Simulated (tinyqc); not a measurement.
Drifting, spreading and decaying minority pulse (Haynes-Shockley), explicit time steps: course in time.

Low injection in a uniform field: dn/dt = D d2n/dx2 - v dn/dx - n/tau with D = mu Vt and v = mu F towards +x. Exact solution on an infinite bar for a Gaussian start at x0: n = N0 exp(-t/tau) exp(-(x - x0 - v t)^2/(2 s^2))/sqrt(2 pi s^2), s^2 = s0^2 + 2 D t.

Exponentially fitted fluxes: d = F hx/Vt, B(d) = d/(exp(d) - 1), k = D dt/hx^2; (L n)_i = a n_(i-1) + b n_i + c n_(i+1) with a = k B(-d), c = k B(d), b = -a - c - dt/tau. Explicit steps keep n positive for dt up to 1/[(D/hx^2)(B(d) + B(-d)) + 1/tau].

Start: Nodes x_i = i hx, i = 1 to 10, n = 0 at nodes 0 and 11; the Gaussian at t = 0 with x0 = 4 hx.

(L n)_i = a n_(i-1) + b n_i + c n_(i+1), n = 0 beyond the ends. Explicit step: n(new) = n + L n.

The same steps, now on nodes 1 to 60 (n = 0 at nodes 0 and 61), for 24 steps; centre = sum x n/sum n. Deviations are from the exact pulse, as a share of its largest value on the nodes; a run counts as stable if they stay under 100 %.

Values chosen for this exercise; mobility close to that of silicon at room temperature:
- T = 350 K (temperature)
- mu = 1340 cm^2/(V s) (minority-carrier mobility)
- F = 22 V/cm (sweep field along the drift)
- hx = 31 um (mesh step)
- tau = 2.1e-6 s (lifetime)
- N0 = 3e10 cm^-2 (injected sheet density)
- dt = 6.4e-8 s (time step)
- s0 = 36 um (initial width (standard deviation))

Constants: q = 1.602176634e-19 C, kB = 1.380649e-23 J/K, Vt = kB T/q. Results are converted to the units shown.

Course of the iteration:
```
step	hx sum n (cm^-2)	centre (um)	most negative n (cm^-3), 0 if none	largest deviation (% of the peak)
1	2.90323e10	143.707	0	7.55
2	2.81301e10	163.268	0	11.9
3	2.72626e10	182.797	0	13.5
4	2.64259e10	202.301	0	14.6
5	2.56172e10	221.791	0	16.6
6	2.48346e10	241.270	0	17.3
7	2.40766e10	260.743	0	16.9
8	2.33421e10	280.211	0	18.5
9	2.26304e10	299.676	0	19.0
...	...	...	...	...
16	1.82217e10	435.908	0	20.0
17	1.76664e10	455.368	0	20.7
18	1.71280e10	474.829	0	20.4
19	1.66060e10	494.289	0	20.6
20	1.60999e10	513.749	0	20.9
21	1.56092e10	533.210	0	20.7
22	1.51335e10	552.670	0	20.9
23	1.46723e10	572.130	0	21.2
24	1.42251e10	591.591	0	20.9
```

Is this run stable, and what does its course show?

Yes. The run is stable. After 24 steps the deviation is 21 % of the peak. From step 1 to the last the centre has moved at 1.03 v and the content is 1.5 % below N0 exp(-t/tau). On an endless mesh these steps would give a speed of 1.03 v and a content of 0.989 times the exact one, from dt/tau = 0.0305 alone; the rest comes from the absorbing ends.

Numbers from tinyqc (`OMP_NUM_THREADS=1 python tinyqc.py 2310012 2310013 out.jsonl`; about 0.01 s on one thread of a shared Intel Xeon 2.30GHz).
